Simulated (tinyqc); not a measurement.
Van der Pauw, Hall and four-point-probe measurements on a doped layer: correction factor against the shape of the sample.

A uniform n-type layer with sheet resistance Rs = 1/(q ns mu), point contacts, low field (mu B small).

Rs = 1/(q ns mu). For a rectangle with contacts at the corners, RA = (8 Rs/pi) sum_(k>=0) ln coth((2k + 1) pi a/(2 b)) with current along a short side b and voltage along the opposite one, RB the same with a and b exchanged. ar = a/b. F = Rs/[(pi/ln 2)(RA + RB)/2]; small-asymmetry estimate 1 - (ln 2/2) d^2 - ((ln 2)^2/4 - (ln 2)^3/12) d^4 with d = (RB - RA)/(RB + RA).

Values chosen for this exercise: sheet density of the layer ns = 1.2e12 cm^-2; drift mobility mu = 1900 cm^2/(V s).

Constants: q = 1.602176634e-19 C. Results are converted to the units shown.

Results:

| ar | RA (ohm) | RB (ohm) | RB/RA | F | estimate of F |
|---|---|---|---|---|---|
| 1 | 603.99 | 603.99 | 1.0000 | 1.0000 | 1.0000 |
| 1.69 | 68.951 | 2244.6 | 32.554 | 0.52212 | 0.62128 |
| 2.03 | 23.694 | 3153.0 | 133.07 | 0.38027 | 0.57672 |
| 2.37 | 8.1424 | 4076.0 | 500.59 | 0.29577 | 0.56529 |
| 2.71 | 2.7981 | 5004.1 | 1788.4 | 0.24126 | 0.56225 |
| 3.06 | 0.93182 | 5961.3 | 6397.4 | 0.20261 | 0.56140 |
| 3.4 | 0.32022 | 6891.7 | 21522 | 0.17527 | 0.56116 |

Estimate the missing row, ar = 1.34.

Computed row:

| ar | RA (ohm) | RB (ohm) | RB/RA | F | estimate of F |
|---|---|---|---|---|---|
| 1.34 | 207.10 | 1353.5 | 6.5355 | 0.77403 | 0.78609 |

With this row back in the table: RB/RA rises from 1.00 to 21500 and F falls from 1.00 to 0.175. The estimate is 19 % above F at a/b = 1.69 and 3.20 times it in the last row. RA shrinks about as exp(-pi a/b): by a factor of 2.91 between the last two rows, against 2.91.

Computed by the program tinyqc: `OMP_NUM_THREADS=1 python tinyqc.py 2850151 2850152 out.jsonl`, one thread of a shared Intel Xeon 2.30GHz, about 0.01 s for the whole run.
